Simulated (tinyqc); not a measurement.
Quaternary alloy A(x)B(1-x)C(y)D(1-y) matched to a substrate, step by step. Values are carried at full precision from step to step, so a last printed digit may differ when a step is redone from the rounded ones.

Matching a(x,y) = a_s gives x = (a_s - y a_BC - (1 - y) a_BD)/(y (a_AC - a_BC) + (1 - y)(a_AD - a_BD)).
Constants: hc = 1239.841984 eV nm.

Values chosen for the exercise (AC, AD, BC, BD near GaAs, GaSb, InAs and InSb; substrate near InAs; not measured data): a = (5.646, 6.087, 6.067, 6.48) angstrom (lattice constants of AC, AD, BC, BD); a_s = 6.067 angstrom (substrate); y = 0.14 (fraction of C); Eg = (1.511, 0.805, 0.413, 0.233) eV (gaps at Gamma of AC, AD, BC, BD); Cb = (0.488, 0.408, 1.42, 0.703) eV (bowing of ABC, ABD, ACD, BCD); dx = -0.013 (error of x in growth).

## The matched composition

Give numerator, denominator and x.

numerator = -0.35518 angstrom
denominator = -0.39692 angstrom
x = 0.8948

## The gap by rule 1

Q(x,y) = x y Q_AC + x (1 - y) Q_AD + (1 - x) y Q_BC + (1 - x)(1 - y) Q_BD for the lattice constant. Gap, rule 1: Q(x,y) - x (1 - x)[y C_ABC + (1 - y) C_ABD] - y (1 - y)[x C_ACD + (1 - x) C_BCD]. Rule 2 (mean of ternaries): {x (1 - x)[y T_ABC(x) + (1 - y) T_ABD(x)] + y (1 - y)[x T_ACD(y) + (1 - x) T_BCD(y)]}/{x (1 - x) + y (1 - y)}, T_ABC(x) = x E_AC + (1 - x) E_BC - C_ABC x (1 - x), T_ACD(y) = y E_AC + (1 - y) E_AD - C_ACD y (1 - y), and alike. Only the Gamma valley is followed.

Give the four weights, the bilinear part, the two bowing terms, the gap and hc/gap.

weights of AC, AD, BC, BD: 0.1253  0.7696  0.0147  0.0904

bilinear part = 0.8359 eV

bowing terms (eV): 0.0394  0.1619

gap = 0.6346 eV
wavelength = 1954 nm

## The gap by rule 2

Give the four ternary gaps and their weighted mean.

T_ABC, T_ABD, T_ACD, T_BCD (eV): 1.3496  0.7065  0.7329  0.1736

gap = 0.7278 eV

Rule 2 lies 93 meV above rule 1: it averages the two bowing terms where rule 1 adds them. Both agree on the ternary edges.

## An error in composition

Replace x by x + dx; mismatch (a_s - a)/a and change of the relaxed gap by rule 1.

a = 6.0722 angstrom
mismatch = -0.085 %
change of the gap = -11.5 meV

The layer would be under compression; the strain shift of the gap is not included.

## Checks

- Lattice constant at the matched composition against a_s (angstrom): both 6.0670.
- Rule 2 as a mean of ternaries against its form with averaged bowing (eV): both 0.7278.

Computed by tinyqc, a small Python program: `OMP_NUM_THREADS=1 python tinyqc.py 1050654 1050655 out.jsonl` (the numbers bound the seed that draws the inputs); one thread of a shared host (Intel(R) Xeon(R) Processor @ 2.30GHz), about 0.01 s for the whole set of steps.
